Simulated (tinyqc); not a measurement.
Inside a calculation. Method: plane-wave Kohn-Sham cycle with exchange-only LDA in a layered model solid. One step of it, computed by the program tinyqc.

Task: Iteration 2: levels at that k. Diagonalise the Hermitian matrix.

H (hartree):
```
           -2         -1         +0         +1         +2
-2   0.976022  -0.339648   0.001545   0.002006   0.000028
-1  -0.339648   0.073452  -0.339648   0.001545   0.002006
+0   0.001545  -0.339648  -0.227405  -0.339648   0.001545
+1   0.002006   0.001545  -0.339648   0.073452  -0.339648
+2   0.000028   0.002006   0.001545  -0.339648   0.976022
```

Give: eigenvalues.

Result:

eigenvalues (hartree): -0.6057  -0.0427  0.3204  1.0906  1.1090
